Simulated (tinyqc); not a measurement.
CMOS latch-up, two-transistor model: two steps of the calculation.

A parasitic pnp (emitter at Vdd, base shunted by Rw) and npn (emitter at ground, base shunted by Rs) feed each other: the npn collector current flows out of the pnp base node, the pnp collector current into the npn base node. Forward-active transistors with constant gains: Icn = Isn exp(Vn/Vt), Icp = Isp (exp(Vp/Vt) - 1). A current Ii is injected into the npn base node.

Inputs (values chosen for the exercise); values close to those of bulk CMOS:
```
symbol    value  unit                                meaning
T           293     K                            temperature
bn         20.7                      current gain of the npn
bp          0.7                      current gain of the pnp
Isn     2.6e-15     A     saturation current of the npn at T
Isp     1.4e-15     A     saturation current of the pnp at T
Rs          210   ohm  substrate resistance shunting the npn
Rw         2100   ohm       well resistance shunting the pnp
Ii         2.41    mA    current injected into the substrate
```

Constants: q = 1.602176634e-19 C, kB = 1.380649e-23 J/K, Vt = kB T/q. Results are converted to the units shown.

Problem 1. The off branch. Node equations: Vp/Rw + Icp/bp = Icn and Vn/Rs + Icn/bn = Icp + Ii. Loop gain G = gn gp/[(1/Rw + gp/bp)(1/Rs + gn/bn)], gn = Icn/Vt, gp = (Icp + Isp)/Vt; the off state ends where G = 1, and Ii there is the trigger current. For each Vn: Icn, then Vp from the first equation, then Ii from the second.

Vn, point 0 to 7 (V): [0.443, 0.523, 0.573, 0.603, 0.623, 0.643, 0.658, 0.673]

Wanted: Icn; Vp; Icp; Ii; G.

Solution 1.

Icn, point 0 to 7 (mA): [1.084e-4, 0.002576, 0.01866, 0.06123, 0.1352, 0.2985, 0.5407, 0.9795]
Vp, point 0 to 7 (V): [2.275e-4, 0.005409, 0.03919, 0.1286, 0.2839, 0.5827, 0.6435, 0.6697]
Icp, point 0 to 7 (mA): [1.267e-14, 3.345e-13, 5.209e-12, 2.265e-10, 1.070e-7, 0.01474, 0.1640, 0.4624]
Ii, point 0 to 7 (mA): [2.110, 2.491, 2.729, 2.874, 2.973, 3.062, 2.995, 2.790]
G, point 0 to 7: [1.059e-13, 3.087e-12, 8.468e-11, 9.420e-9, 9.492e-6, 0.9877, 2.460, 4.019]

Ii peaks at 3.062 mA, at Vn = 0.6431 V where G = 1; beyond it the loop feeds itself.

Problem 2. Response to the injected current, once round the loop per iteration. Icn = Isn exp(Vn/Vt); Vp solves Vp/Rw + Icp/bp = Icn; Vn(new) solves Vn/Rs + (Isn/bn) exp(Vn/Vt) = Icp + Ii.

Vn at the start = 0.49 V

Wanted: Icn; Vp; Icp; Vn after iteration 1.

Solution 2.

Icn = 6.9706e-4 mA
Vp = 0.0014638 V
Icp = 8.3566e-14 mA
Vn after iteration 1 = 0.50609 V

tinyqc, about 0.04 s, one thread, Intel Xeon 2.30GHz (shared host): `OMP_NUM_THREADS=1 python tinyqc.py 2670068 2670069 out.jsonl`
